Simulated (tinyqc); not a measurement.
Quasi-harmonic thermal expansion with mode Grueneisen parameters: one step, computed by the program tinyqc. Command: `OMP_NUM_THREADS=1 python tinyqc.py 3002232 3002233 out.jsonl qha walk`. One thread of a shared host (Intel(R) Xeon(R) Processor @ 2.30GHz), about 0.03 s of CPU time with the checks.

A crystal with two atoms a cell; per atom there are 1 transverse acoustic (TA), 1/2 longitudinal acoustic (LA) and 3/2 optical (O) modes. Every frequency of group i scales as nu_i (V/V0)^(-gamma_i). The acoustic groups have Debye spectra, density 3 nu^2/nu_i^3 up to nu_i (40 Gauss-Legendre points); the optical group has one frequency. Static energy: E = (9 V0 B0/16) [y^3 B' + y^2 (2 - 4 y)], y = (V0/V)^(2/3) - 1, with pressure P_s = (3 B0/2) (z^7 - z^5) [1 + (3/4)(B' - 4)(z^2 - 1)], z = (V0/V)^(1/3).

Task: Mode groups at the static volume. For a mode with x = h nu/(k_B T), n = 1/(exp(x) - 1): U = h nu (n + 1/2), C/k_B = x^2 n (n + 1); U_i and C_i sum these over group i with its weight per atom. Phonon pressure P_ph = sum_i gamma_i U_i/V.

Inputs (values chosen for the exercise, for a model crystal): static volume V0 = 24.1 angstrom^3/atom; frequency nu_TA = 2.68 THz; frequency nu_LA = 5.56 THz; frequency nu_O = 7.79 THz; Grueneisen parameter gamma_TA = -0.06; Grueneisen parameter gamma_LA = 1.4; Grueneisen parameter gamma_O = 0.97; temperature T = 500 K.

Acoustic groups: Debye.

Constants: h x 1 THz = 4.135667696 meV; k_B = 8.617333262e-05 eV/K; 1 eV/angstrom^3 = 160.2176634 GPa.

Give: Groups; phonon pressure at V0.

Result:

Groups:
```
group  h nu_i/(k_B T)  U_i (meV)  C_i (k_B)  gamma_i C_i (k_B)
TA            0.25724     43.229    0.99670          -0.059802
LA            0.53368     21.849    0.49295            0.69013
O             0.74772     67.613     1.4320             1.3891
```

phonon pressure at V0 = 0.62212 GPa
